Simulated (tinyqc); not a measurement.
Inside a calculation. Method: bound state in one dimension: Numerov shooting, finite differences, DVR. Computed by tinyqc, a small Python program that keeps every step. Settings: points = 64. Command: `OMP_NUM_THREADS=1 python tinyqc.py 31966 31967 out.jsonl` (the two numbers bound the seeds that draw the settings). One thread of a shared host (Intel(R) Xeon(R) Processor @ 2.60GHz), about 0.01 s of CPU time with the checks.

## Numerov steps at E = 0.1

One particle of mass 1 in V = 4.07 (1 - exp(-0.72 x))^2 (atomic units), psi = 0 at both ends:
```
parameter                 value
left end              -1.600000
right end                     7
intervals                    64
h                      0.134375
state sought (nodes)          3
```

k_i = 2 m (E - V_i); (1 + h^2 k_(i+1)/12) y_(i+1) = 2 (1 - 5 h^2 k_i/12) y_i - (1 + h^2 k_(i-1)/12) y_(i-1), from y_0 = 0, y_1 = 0.001.

Points along the way:
```
i          x         V          k        y
0   -1.60000  19.06847  -37.93694  0.00000
1   -1.46562  14.27341  -28.34682  0.00100
2   -1.33125  10.52080  -20.84159  0.00251
3   -1.19687   7.60890  -15.01780  0.00495
4   -1.06250   5.37317  -10.54633  0.00873
5   -0.92812   3.67952   -7.15904  0.01416
21   1.22188   1.39340   -2.58679  0.25655
22   1.35625   1.58158   -2.96315  0.30544
23   1.49063   1.76272   -3.32545  0.37080
24   1.62500   1.93567   -3.67133  0.45861
25   1.75937   2.09967   -3.99934  0.57708
26   1.89375   2.25432   -4.30864  0.73759
```

## Bisection on the node count

With more sign changes than the state has nodes (the last point included) the energy is too high, else too low; the bracket starts as 0.1 to 10.

Trials:
```
trial          E  sign changes  y at the right end   next
1      5.0500000             5           -1.48e-02  lower
2      2.5750000             2            4.65e+00  raise
3      3.8125000             3           -1.01e-01  raise
4      4.4312500             4            1.97e-02  lower
5      4.1218750             4            7.17e-03  lower
6      3.9671875             3           -3.95e-02  raise
7      4.0445313             3           -1.27e-02  raise
8      4.0832031             3           -1.82e-03  raise
9      4.1025391             4            2.91e-03  lower
10     4.0928711             4            6.06e-04  lower
11     4.0880371             3           -5.93e-04  raise
12     4.0904541             4            1.00e-05  lower
13     4.0892456             3           -2.91e-04  raise
14     4.0898499             3           -1.40e-04  raise
...          ...           ...                 ...    ...
28     4.0904137             4            1.28e-10  lower
29     4.0904137             3           -4.45e-09  raise
30     4.0904137             3           -2.16e-09  raise
```

eigenvalue = 4.0904137 hartree

## The same grid by other methods

Three-point finite differences and the sine-DVR kinetic matrix of Colbert and Miller on the same points.

Lowest levels (hartree):
```
state  finite differences      DVR
0                 0.96077  0.96274
1                 2.49361  2.49929
2                 3.51065  3.51749
3                 4.08433  4.09046
4                 4.62625  4.63794
5                 5.34861  5.37055
```
